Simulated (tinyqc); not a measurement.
## Inductance and parasitic capacitance from two readings

Question. A loss-free coil L in parallel with C shows the apparent inductance L/(1 - w^2 L C), w = 2 pi f. Find L, C and the self-resonance 1/(2 pi sqrt(L C)).

apparent inductance at 2.7 and 4.7 GHz (nH): 3.1983014  6.0025514

Solution. The inverse of the reading is 1/L - w^2 C, a straight line in w^2.

L = 2.600 nH
C = 250.0 fF
self-resonance = 6.243 GHz

Numbers from tinyqc (`OMP_NUM_THREADS=1 python tinyqc.py 2302226 2302227 out.jsonl`; about 0.01 s on one thread of a shared Intel Xeon 2.30GHz).
